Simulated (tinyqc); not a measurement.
MOS capacitor on an n-type substrate, surface potential from the exact charge relation: two steps of the calculation.

Uniform n-type substrate, Boltzmann statistics, full ionisation, classical densities. psi is the surface potential against the body (positive when the bands bend down) and u = -psi/Vt. Traps are spread evenly over the gap and neutral at flat band, so their charge is -q Dit psi; the minority quasi-Fermi level is shifted by Vb.

Values chosen for this exercise; band and dielectric values close to those of silicon:
- T = 300 K (temperature)
- Eg = 1.13 eV (band gap)
- eps_r = 11.5 (relative permittivity)
- Nc = 2.82e19 cm^-3 (conduction-band density of states at T)
- Nv = 2.66e19 cm^-3 (valence-band density of states at T)
- chi = 4.01 eV (electron affinity)
- N = 2.2e15 cm^-3 (donor density of the substrate)
- eox = 3.9 (relative permittivity of the gate insulator (close to silicon dioxide))
- tox = 2.1 nm (insulator thickness)
- phiM = 4.59 eV (gate work function)
- Nf = 1.2e11 cm^-2 (fixed charge at the interface, in units of q)
- Dit = 0 cm^-2 eV^-1 (density of interface traps)
- Vb = 0 V (reverse bias of the inversion layer against the body)

Constants: q = 1.602176634e-19 C, kB = 1.380649e-23 J/K, Vt = kB T/q, eps0 = 8.8541878128e-14 F/cm where lengths are in cm. Results are converted to the units shown.

Problem 1. Flat band, threshold and scales. ni = sqrt(Nc Nv) exp(-Eg/(2 Vt)), Eg in volts; phiF = Vt ln(N/ni); Cox = eps0 eox/tox; Vfb = phiM - chi - Vt ln(Nc/N) - q Nf/Cox; Q0 = sqrt(2 eps0 eps_r q N Vt); r = (ni/N)^2 exp(-Vb/Vt); VT = Vfb - [(2 phiF + Vb)(1 + q Dit/Cox) + sqrt(2 eps0 eps_r q N (2 phiF + Vb))/Cox].

Find: ni; phiF; Cox; Vfb; Q0; r; VT.

Solution 1.

ni = 8.8305e9 cm^-3
phiF = 0.32123 V
Cox = 1.6443 uF/cm^2
Vfb = 0.32378 V
Q0 = 4.3078 nC/cm^2
r = 1.6111e-11
VT = -0.33174 V

Problem 2. Charges, field and capacitances at the solution. u = -psi/Vt; F^2 = exp(-u) + u - 1 + r (exp(u) - u - 1); Qs = +sign(u) Q0 F; Cs = -dQs/dpsi = (Q0/Vt) |1 - exp(-u) + r (exp(u) - 1)|/(2 F). Low frequency: 1/C_LF = 1/Cox + 1/(Cs + q Dit). High frequency, in the simple estimate in which traps and minority carriers do not follow: 1/C_HF = 1/Cox + 1/Cd, Cd being Cs with r = 0 at the same psi. Minority sheet density N_inv = (Q0/(2 q)) int_0^u r (exp(t) - 1)/F(t) dt for u > 0. Oxide field |Qs - q Dit psi + q Nf|/(eps0 eox).

converged psi = -0.26580225 V

Give: Qs; N_inv; oxide field; Cs; C_LF/Cox; C_HF/Cox.

Solution 2.

Qs = 13.124 nC/cm^2
N_inv = 2212.8 cm^-2
oxide field = 0.093683 MV/cm
Cs = 0.027346 uF/cm^2
C_LF/Cox = 0.016358
C_HF/Cox = 0.016358

The surface is in depletion (borders at |psi| = 0, phiF + Vb and 2 phiF + Vb = 0.642 V).

Computed by the program tinyqc: `OMP_NUM_THREADS=1 python tinyqc.py 2060159 2060160 out.jsonl`, one thread of a shared Intel Xeon 2.30GHz, about 0.01 s for the whole run.
